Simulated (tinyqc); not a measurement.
Worked calculation: WKB tunnelling through a gate dielectric with a two-band (Franz) dispersion. Values are carried at full precision from step to step, so a last printed digit may differ when a step is redone from the rounded ones.

Constants: hbar^2/2m0 = 3.80998211 eV angstrom^2.

Values chosen for the exercise (of the size used for Al2O3 on silicon; not measured data): phi = 2.09 eV (barrier above the electron energy at the emitter); t = 22 angstrom (thickness); V = 0.4 V (voltage across the layer); Eg = 7.16 eV (gap of the dielectric); m = 0.28 m0 (mass at the conduction edge).

## Shape of the barrier

Field V/t (1 V/angstrom = 100 MV/cm), the end of the forbidden region x_e = min(t, phi t/V), and u there.

field = 1.82 MV/cm
x_e = 22.00 angstrom
u(x_e) = 1.690 eV

V < phi: a trapezoid, direct tunnelling through the whole layer.

## Decay constant through the layer

At depth x the conduction edge lies u(x) = phi - V x/t above the electron. Parabolic: kappa = sqrt(m u/c). Franz: kappa = sqrt(m u (1 - u/Eg)/c), which vanishes at both band edges. c = hbar^2/2m0. T = exp(-2 integral of kappa dx) over the region u > 0; no image force, no prefactor, zero transverse momentum. The region ends at x_e = min(t, phi t/V); x_e < t is the Fowler-Nordheim regime.

Nine points x = j x_e/8.

kappa (1/angstrom):
```
x (angstrom)  u (eV)  parabolic   Franz
0.000         2.0900     0.3919  0.3298
2.750         2.0400     0.3872  0.3274
5.500         1.9900     0.3824  0.3250
8.250         1.9400     0.3776  0.3224
11.000        1.8900     0.3727  0.3197
13.750        1.8400     0.3677  0.3170
16.500        1.7900     0.3627  0.3141
19.250        1.7400     0.3576  0.3111
22.000        1.6900     0.3524  0.3080
```

At the emitter the Franz value is 15.9 % below the parabolic one, the factor sqrt(1 - phi/Eg).

## The integrals by Simpson's rule

Weights 1, 4, 2, 4, 2, 4, 2, 4, 1 times a third of the spacing.

integral of kappa dx: parabolic 8.195, Franz 7.028

## The integrals in closed form

Parabolic: (2/3) sqrt(m/c) (t/V) (phi^(3/2) - u_e^(3/2)). Franz: sqrt(m/c) Eg^(3/2) (t/V) (f(phi/Eg) - f(u_e/Eg)) with f(y) = ((2y - 1) sqrt(y (1 - y)) + arcsin(sqrt y))/4. u_e = max(phi - V, 0). T = exp(-2 I).

integral of kappa dx: parabolic 8.1954, Franz 7.0282

T: parabolic 7.61e-08, Franz 7.86e-07

The two-band dispersion raises T by a factor 10.3.

## Checks

- Franz integral in closed form against adaptive quadrature: both 7.02822.

tinyqc: `OMP_NUM_THREADS=1 python tinyqc.py 1482221 1482222 out.jsonl`; about 0.01 s, one thread, shared Intel(R) Xeon(R) Processor @ 2.30GHz.
